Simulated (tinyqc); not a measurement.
Inside a calculation. Model: ellipsometry and reflectance of a transparent film on an absorbing substrate.

tinyqc, about 0.01 s, one thread, Intel Xeon 2.30GHz (shared host): `OMP_NUM_THREADS=1 python tinyqc.py 2870189 2870190 out.jsonl` Printed values are rounded.

Air (index 1), film, substrate with N2 = n2 - i k2; time factor exp(+i w t). q_j = sqrt(N_j^2 - sin^2 th), root with positive real part. Fresnel coefficients r_s = (q_a - q_b)/(q_a + q_b), r_p = (N_b^2 q_a - N_a^2 q_b)/(N_b^2 q_a + N_a^2 q_b). tan(Psi) exp(i Delta) = R_p/R_s, Delta taken from 0 to 360 degrees.

Inputs (values chosen for the exercise); indices close to those of silicon dioxide on silicon: wavelength lam = 800 nm; angle of incidence th = 70 degrees; index of the transparent film n1 = 1.463; film thickness d = 4.5 nm; index of the substrate n2 = 3.692; extinction coefficient of the substrate k2 = 0.0065.

## Interface coefficients and thickness period

q0, q1, q2 and the coefficients r01 and r12 for p and s; the results repeat in d with the period lam/(2 q1).

q0 = 0.342020
q1 = 1.12131
q2 = 3.57041-0.00672i
r01,p = -0.210032
r01,s = -0.532547
r12,p = 0.333348-0.000728i
r12,s = -0.522004+0.000685i
period = 356.724 nm

## Psi, Delta and reflectances

beta = 2 pi d q1/lam, X = exp(-2 i beta), R = (r01 + r12 X)/(1 + r01 r12 X) for p and s.

beta = 0.0396305 rad
X = 0.996860-0.079178i
R_p = 0.131197-0.029958i
R_s = -0.824743+0.018449i
Psi = 9.26503 degrees
Delta = 168.419 degrees
|R_p|^2 = 0.0181101
|R_s|^2 = 0.680541

The bare substrate gives Psi = 9.129 and Delta = 179.67 degrees.
